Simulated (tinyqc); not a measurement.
# Changing the disorder parameter Gamma

Model: estimate of lattice thermal conductivity from elastic moduli (Slack, Klemens and Cahill formulas). Computed by tinyqc, a small Python program. Command: `OMP_NUM_THREADS=1 python tinyqc.py 3015556 3015557 out.jsonl slack sweep`. One thread of a shared host (Intel(R) Xeon(R) Processor @ 2.30GHz), about 0.01 s of CPU time with the checks.

An isotropic solid.

Inputs (values chosen for the exercise, for a model crystal):
```
quantity,value,unit
bulk modulus B,55.7,GPa
shear modulus G,35.9,GPa
volume per atom V,21.2,angstrom^3
mean atomic mass M,92.7,u
atoms per primitive cell n,2,-
temperature T,300,K
grain size d,8300,nm
```

Grueneisen parameter: from the Poisson ratio.

Constants: u = 1.6605390666e-27 kg; hbar = 1.054571817e-34 J s; k_B = 1.380649e-23 J/K; h = 6.62607015e-34 J s.

Method:
- rho = M/V; vL = sqrt((B + 4G/3)/rho), vT = sqrt(G/rho); v_m = [(vL^-3 + 2 vT^-3)/3]^(-1/3); Poisson ratio sigma = (3B - 2G)/(6B + 2G); Theta = hbar v_m (6 pi^2/V)^(1/3)/k_B.
- Empirical rule gamma = (3/2) (1 + sigma)/(2 - 3 sigma).
- Slack, an estimate for T near or above Theta_a: kappa = A M Theta_a^3 delta n^(1/3)/(gamma^2 T) in W/(m K), with M in u, delta = V^(1/3) in angstrom, Theta_a = Theta n^(-1/3) and A = 2.43e-6/(1 - 0.514/gamma + 0.228/gamma^2).
- High-temperature forms with the classical heat capacity. Klemens: kappa/kappa_0 = arctan(u)/u, u^2 = pi^2 Theta V Gamma kappa_0/(h v_m^2). Grains: 1/kappa_poly = 1/kappa + 1/(C v_m d/3), C = 3 k_B/(n V), the acoustic branches alone.
- Cahill minimum: kappa_min = (pi/6)^(1/3) k_B V^(-2/3) sum over L, T, T of v (T/Theta_i)^2 int_0^(Theta_i/T) x^3 e^x/(e^x - 1)^2 dx, Theta_i = Theta v_i/v_m (64 Gauss-Legendre points).
- Its high-temperature limit is (1/2) (pi/6)^(1/3) k_B V^(-2/3) (vL + 2 vT).

One run for each value:
```
disorder parameter Gamma,kappa with point defects (W/(m K)),disorder scale u,kappa of the polycrystal (W/(m K)),kappa_poly/kappa_min
1.00e-05,15.862,0.047,15.824,27.799
4.00e-05,15.828,0.094,15.790,27.739
1.00e-04,15.759,0.148,15.722,27.620
6.00e-04,15.229,0.362,15.194,26.692
2.00e-03,14.024,0.662,13.994,24.584
9.00e-03,10.765,1.403,10.747,18.880
3.00e-02,7.426,2.562,7.418,13.032
1.00e-01,4.616,4.678,4.613,8.103
5.00e-01,2.239,10.460,2.238,3.932
```

Over the rows, kappa with point defects (W/(m K)) falls from 15.9 to 2.24 (exponent d ln y / d ln x -0.0016 between the first rows and -0.45 between the last); disorder scale u rises from 0.0468 to 10.5 (exponent d ln y / d ln x about 0.50 throughout); kappa of the polycrystal (W/(m K)) falls from 15.8 to 2.24 (exponent d ln y / d ln x -0.0016 between the first rows and -0.45 between the last). At the high end the exponent of kappa with point defects is -0.45, close to -0.50: the strong-disorder limit pi/(2u). At the low end the exponent of kappa with point defects is 0.00, close to 0: weak disorder. The change from weak to strong disorder sits at u = 1, between Gamma = 0.002 and 0.009.

Extremes, crossings and ranges named in words are read from the listed rows.
